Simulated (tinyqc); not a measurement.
Carrier statistics of a doped semiconductor with parabolic bands, step by step. Values are carried at full precision from step to step, so a last printed digit may differ when a step is redone from the rounded ones.

Constants: kB = 8.617333262e-05 eV/K; hbar^2/2m0 = 3.80998211 eV angstrom^2.

Inputs chosen for the exercise (near those of SiC; shifted at random, so the results belong to these values and not to a real crystal):
```
symbol  value     unit    meaning
Eg0     3.242     eV      gap at 0 K
al      0.000657  eV/K    Varshni alpha
be      1346      K       Varshni beta
T       150       K
ml      0.343     m0      longitudinal electron mass
mt      0.41      m0      transverse electron mass
Mv      3                 equivalent valleys
mhh     0.987     m0      heavy-hole mass
mlh     0.424     m0      light-hole mass
ND      5.1e+16   1/cm^3  donors
NA      2.1e+12   1/cm^3  acceptors
ED      0.06      eV      donor level below Ec
EA      0.192     eV      acceptor level above Ev
```

## Gap and thermal energy

Eg(T) = Eg0 - al T^2/(T + be) (Varshni).

Eg = 3.23212 eV
kT = 0.012926 eV

The gap has shrunk by 9.9 meV from 0 K and is 250.0 kT wide.

## Effective densities of states

m_de = Mv^(2/3) (ml mt^2)^(1/3); m_dh = (mhh^(3/2) + mlh^(3/2))^(2/3); N = 2 (m kB T/(4 pi c))^(3/2) with c = hbar^2/2m0, in 1/angstrom^3; times 1e24 for 1/cm^3.

m_de = 0.8036 m0
m_dh = 1.1645 m0
Nc = 6.3912e+18 1/cm^3
Nv = 1.1149e+19 1/cm^3

The light holes supply 22.0 % of Nv, and Nc/Nv = 0.573.

## Intrinsic density and level

With Boltzmann statistics ni = sqrt(Nc Nv) exp(-Eg/2kT) and Ei = Eg/2 + (kT/2) ln(Nv/Nc), counted from Ev.

ni = 4.26e-36 1/cm^3
Ei = 1.6197 eV

Ei lies 3.6 meV above midgap, towards the band with the smaller density of states.

## Neutrality by bisection

Energies are counted from Ev, so Ec = Eg. n = Nc F_1/2((EF - Eg)/kT), p = Nv F_1/2(-EF/kT), ND+ = ND/(1 + 2 exp((EF - Eg + ED)/kT)), NA- = NA/(1 + 4 exp((EA - EF)/kT)); neutrality asks p + ND+ = n + NA-. F_j(eta) = (1/Gamma(j + 1)) integral_0^infinity x^j dx/(1 + exp(x - eta)), which tends to exp(eta) for eta << 0.

Start from the bracket [-0.2 eV, Eg + 0.2 eV]; at the midpoint EF take the sign of p + ND+ - n - NA-; where it is positive EF must rise. Fourteen steps are shown.

Bisection (eV, 1/cm^3):
```
step       low     high       EF         n         p       ND+       NA-  sign
1     -0.20000  3.43212  1.61606  3.22e-36  5.62e-36  5.10e+16  2.10e+12     +
2      1.61606  3.43212  2.52409  1.04e-05  1.74e-66  5.10e+16  2.10e+12     +
3      2.52409  3.43212  2.97810  1.87e+10  9.71e-82  5.10e+16  2.10e+12     +
4      2.97810  3.43212  3.20511  7.59e+17  2.29e-89  1.91e+15  2.10e+12     -
5      2.97810  3.20511  3.09161  1.22e+14  1.49e-85  5.08e+16  2.10e+12     +
6      3.09161  3.20511  3.14836  9.80e+15  1.85e-87  3.87e+16  2.10e+12     +
7      3.14836  3.20511  3.17674  8.76e+16  2.06e-88  1.32e+16  2.10e+12     -
8      3.14836  3.17674  3.16255  2.93e+16  6.17e-88  2.61e+16  2.10e+12     -
9      3.14836  3.16255  3.15545  1.70e+16  1.07e-87  3.29e+16  2.10e+12     +
10     3.15545  3.16255  3.15900  2.23e+16  8.12e-88  2.96e+16  2.10e+12     +
11     3.15900  3.16255  3.16077  2.56e+16  7.08e-88  2.78e+16  2.10e+12     +
12     3.16077  3.16255  3.16166  2.74e+16  6.61e-88  2.70e+16  2.10e+12     -
13     3.16077  3.16166  3.16122  2.65e+16  6.84e-88  2.74e+16  2.10e+12     +
14     3.16122  3.16166  3.16144  2.69e+16  6.72e-88  2.72e+16  2.10e+12     +
```

Each step halves the bracket, which is 0.443 meV wide at the last row.

## The neutral state

Solve the neutrality condition for EF to convergence.

EF = 3.1615 eV
n = 2.71e+16 1/cm^3
p = 6.68e-88 1/cm^3
ND+ = 2.71e+16 1/cm^3
NA- = 2.10e+12 1/cm^3

The material is n-type; 53.2 % of the donors are ionised. EF lies 5.46 kT inside the gap from the conduction edge, so Boltzmann statistics would serve; n p/(Nc Nv exp(-Eg/kT)) = 0.999.

## Checks

- F_1/2(1) by the trapezoid rule against adaptive quadrature: both 1.575641.
- Positive against negative charge at the solution (1/cm^3): both 2.71096e+16.

Program tinyqc; command `OMP_NUM_THREADS=1 python tinyqc.py 1650593 1650594 out.jsonl`; about 0.01 s on one thread of a shared Intel(R) Xeon(R) Processor @ 2.30GHz.
